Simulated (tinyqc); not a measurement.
# Grain growth, pinning, strength and diffusional creep of a polycrystal or thin film, step by step

A worked calculation. Computed by tinyqc, a small Python program that keeps every step. Command: `OMP_NUM_THREADS=1 python tinyqc.py 3006378 3006379 out.jsonl grain walk`. One thread of a shared host (Intel(R) Xeon(R) Processor @ 2.30GHz), about 0.01 s of CPU time with the checks. Intermediate numbers are printed to about 5 digits and carried at full precision; extremes and crossings named in words are read from the listed rows.

One mean grain size d describes the structure.

Inputs (values chosen for the exercise, for a model solid):
```
quantity                                    value        unit
shear modulus G                               145         GPa
Burgers vector b                            2.741    angstrom
atomic volume Omega                         15.85  angstrom^3
boundary energy gamma                         1.2       J/m^2
mobility prefactor M0                     4.6e-05   m^4/(J s)
activation energy of boundary motion Q_m     4.28          eV
anneal temperature T                         1929           K
anneal time t                                1200           s
initial grain size d0                          78          nm
particle volume fraction f                  0.015           -
particle radius r                              28          nm
film thickness h                              160          nm
surface energy gamma_s                        3.2       J/m^2
friction stress sigma_0                       640         MPa
Hall-Petch slope k_y                         0.73   MPa m^0.5
lattice diffusion energy Q_l                 6.45          eV
boundary diffusion energy Q_b                4.42          eV
lattice prefactor D0                      2.6e-05       m^2/s
boundary prefactor delta D0b              2.1e-14       m^3/s
applied stress sigma                           80         MPa
service temperature T_c                      1405           K
```

Sample: thin film on a substrate.

Constants: k_B = 8.617333262e-05 eV/K; k_B = 1.380649e-23 J/K.

## Mobility and the sizes at which growth stops

M = M0 exp(-Q_m/(k_B T)). The driving pressure is 2 gamma/d. Zener pinning pressure 3 f gamma/(2 r) stops growth at d_Z = 4 r/(3 f). Grooves where boundaries meet the surface have the angle theta = arcsin(gamma/(2 gamma_s)) and are taken to stop growth at d_h = h/(2 theta), a few film thicknesses; the limit is 1/d_lim = 1/d_Z + 1/d_h.

mobility M = 3.0246e-16 m^4/(J s)

Zener size d_Z = 2488.9 nm

groove angle theta = 0.18862 rad

groove limit d_h = 424.14 nm

limit d_lim = 362.39 nm

The grooves set the tighter limit.

## Grain size after the anneal

dd/dt = 2 M gamma (1/d - 1/d_lim) integrates to 2 M gamma t = d_lim (d0 - d) + d_lim^2 ln[(d_lim - d0)/(d_lim - d)]; without pinning d^2 = d0^2 + 4 M gamma t.

size without pinning = 1322.2 nm

grain size d = 362.21 nm

Growth has stagnated at the limit.

## Yield stress

Hall-Petch term k_y/sqrt(d). Orowan term 3.06 x 0.4 G b ln(2 rbar/b)/(pi lambda sqrt(1 - nu)) with nu = 1/3, rbar = sqrt(2/3) r, lambda = rbar (sqrt(pi/f) - 2). Film term (threading dislocation, matched substrate, the geometry of an fcc (111) film taken for all cases): 3.464 G b ln(2 h/b)/(4 pi (1 - nu) h). The terms are added to sigma_0.

Hall-Petch term = 1212.9 MPa

Orowan term = 340.34 MPa

film term = 725.40 MPa

yield stress = 2918.7 MPa

The largest term is the Hall-Petch one. The anneal changed the Hall-Petch term from 2614 to 1213 MPa.

## Diffusional creep at T_c

Nabarro-Herring rate = 14 sigma Omega D_l/(k_B T d^2), D_l = D0 exp(-Q_l/(k_B T)); Coble rate = 14 pi sigma Omega delta D_b/(k_B T d^3), delta D_b = delta D0b exp(-Q_b/(k_B T)); they are equal at d_x = pi delta D_b/D_l.

Nabarro-Herring rate = 1.3249e-15 1/s

Coble rate = 1.7753e-10 1/s

crossover size d_x = 48536 micrometre

time to 1 % strain = 5.6327e+07 s

Boundary diffusion carries the creep, by a factor 130000.

## Strength against creep resistance

Hall-Petch term k_y/sqrt(d).

At T_c and sigma:
```
d (nm)  Hall-Petch term (MPa)  Nabarro-Herring (1/s)  Coble (1/s)  time to 1 % (s)
30                     4214.7             1.9314e-13   3.1248e-07       3.2002e+04
100                    2308.5             1.7383e-14   8.4369e-09       1.1853e+06
300                    1332.8             1.9314e-15   3.1248e-10       3.2002e+07
1000                    730.0             1.7383e-16   8.4369e-12       1.1853e+09
3000                    421.5             1.9314e-17   3.1248e-13       3.2000e+10
10000                   230.8             1.7383e-18   8.4369e-15       1.1850e+12
100000                   73.0             1.7383e-20   8.4369e-18       1.1828e+15
```

From 100 micrometre to 30 nm grains the Hall-Petch term grows 58 times, while the time to 1 % strain shrinks by 10.6 decades. Coble creep rules in 7 of the seven rows (d_x is a millimetre or more). Fine grains resist slip but creep fast. The Hall-Petch value at 30 nm is at the edge of that law, and in a film grains much larger than h lose atoms to the surfaces instead.

## Growth with time

The formulas are those given above.

At T:
```
t (s)  free growth (nm)  pinned growth (nm)  d/d_lim
0.27               80.5               79.94  0.22060
0.9                86.0               84.25  0.23249
2.7               100.0               95.20  0.26270
9                 138.4              124.17  0.34264
27                212.8              174.90  0.48265
90                369.8              256.81  0.70867
270               630.9              330.54  0.91211
900              1145.7              361.49  0.99752
```

The apparent exponent d ln d/d ln t of the pinned growth is at most about 0.32, below the ideal 1/2, and falls to 0.074 in the last rows: the initial size hides the law early and pinning hides it late.

Checks made by the program: d against numerical integration (relative difference 2e-10).
